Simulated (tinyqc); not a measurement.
Gain for each load and current direction: deformation-potential model of the Delta valleys of a conduction band.

Valleys with axes along x, y and z, each a pair at +k and -k. Herring-Vogt shift of a valley with unit axis a: dE = Xd tr(e) + Xu a.e.a. Non-degenerate shares n_i = exp(-dE_i/kT)/sum_j exp(-dE_j/kT). Inverse mass tensor of a valley: (1 - a a)/mt + a a/ml; the masses are taken as independent of strain.

s11 = (C11 + C12)/((C11 - C12)(C11 + 2 C12)), s12 = -C12/((C11 - C12)(C11 + 2 C12)), s44 = 1/C44; exx = s11 sxx + s12 (syy + szz) and cyclic, exy = s44 sxy/2; tension is positive. A uniaxial stress X along the unit vector n is s_ij = X n_i n_j.

Constants: kB = 8.617333262e-05 eV/K.

Values chosen for the exercise (near those of Si; shifted at random, so the results belong to these values and not to a real crystal):
```
symbol  value  unit  meaning
ml      0.899  m0    longitudinal mass
mt      0.189  m0    transverse mass
Xd      1.07   eV    dilation potential
Xu      8.75   eV    uniaxial potential
C11     170    GPa
C12     63.4   GPa
C44     77.7   GPa
X1      0.3    GPa   size of the stress
T       300    K     temperature
```

Each load has the size X1. Gain m_c(0)/m_c - 1 in per cent from repopulation alone, m_c = 1/(u.M.u), M = sum_i n_i (inverse mass tensor); biaxial means sxx = syy.

Gain (%); + is tension, - compression:
```
load                [100]  [010]  [001]  [110]  [1-10]  [111]
uniaxial [110] (+)    6.0    6.0  -12.1    6.0     6.0    0.0
uniaxial [110] (-)   -5.2   -5.2   10.3   -5.2    -5.2    0.0
uniaxial [100] (+)   18.4   -9.2   -9.2    4.6     4.6    0.0
uniaxial [100] (-)  -24.8   12.4   12.4   -6.2    -6.2    0.0
uniaxial [111] (+)    0.0    0.0    0.0    0.0     0.0    0.0
uniaxial [111] (-)    0.0    0.0    0.0    0.0     0.0    0.0
biaxial (001) (+)    12.4   12.4  -24.8   12.4    12.4    0.0
biaxial (001) (-)    -9.2   -9.2   18.4   -9.2    -9.2    0.0
```

What can be read from this table?

The largest gain is +18.4 %, for uniaxial [100] (+) with the current along [100] and biaxial (001) (-) with the current along [001]; for a [110] channel it is +12.4 %, under biaxial (001) (+). No gain or loss appears under uniaxial [111]: the valleys stay equivalent (in real silicon shear also changes the masses, which this model leaves out).

(tinyqc, `OMP_NUM_THREADS=1 python tinyqc.py 1081252 1081253 out.jsonl`, Intel(R) Xeon(R) Processor @ 2.30GHz, 1 thread, shared host, about 0.02 s.)
